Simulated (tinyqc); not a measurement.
MOS capacitor on a p-type substrate, surface potential from the exact charge relation: one step of the calculation.

Uniform p-type substrate, Boltzmann statistics, full ionisation, classical densities. psi is the surface potential against the body (positive when the bands bend down) and u = psi/Vt. Traps are spread evenly over the gap and neutral at flat band, so their charge is -q Dit psi; the minority quasi-Fermi level is shifted by Vb.

Question. Flat band, threshold and scales. ni = sqrt(Nc Nv) exp(-Eg/(2 Vt)), Eg in volts; phiF = Vt ln(N/ni); Cox = eps0 eox/tox; Vfb = phiM - chi - (Eg - Vt ln(Nv/N)) - q Nf/Cox; Q0 = sqrt(2 eps0 eps_r q N Vt); r = (ni/N)^2 exp(-Vb/Vt); VT = Vfb + [(2 phiF + Vb)(1 + q Dit/Cox) + sqrt(2 eps0 eps_r q N (2 phiF + Vb))/Cox].

Parameters, values chosen for the exercise; band and dielectric values close to those of gallium arsenide: temperature T = 250 K; band gap Eg = 1.44 eV; relative permittivity eps_r = 12.9; conduction-band density of states at T Nc = 3.32e17 cm^-3; valence-band density of states at T Nv = 6.81e18 cm^-3; electron affinity chi = 4.1 eV; acceptor density of the substrate N = 3.2e16 cm^-3; relative permittivity of the gate insulator (close to aluminium oxide) eox = 9.09; insulator thickness tox = 23 nm; gate work function phiM = 4.41 eV; fixed charge at the interface, in units of q Nf = 0 cm^-2; density of interface traps Dit = 7e11 cm^-2 eV^-1; reverse bias of the inversion layer against the body Vb = 0 V.

Constants: q = 1.602176634e-19 C, kB = 1.380649e-23 J/K, Vt = kB T/q, eps0 = 8.8541878128e-14 F/cm where lengths are in cm. Results are converted to the units shown.

Give: ni; phiF; Cox; Vfb; Q0; r; VT.

Answer.

ni = 4598.1 cm^-3
phiF = 0.63706 V
Cox = 0.34993 uF/cm^2
Vfb = -1.0145 V
Q0 = 15.884 nC/cm^2
r = 2.0647e-26
VT = 1.0170 V

Numbers from tinyqc (`OMP_NUM_THREADS=1 python tinyqc.py 2060071 2060072 out.jsonl`; about 0.01 s on one thread of a shared Intel Xeon 2.30GHz).
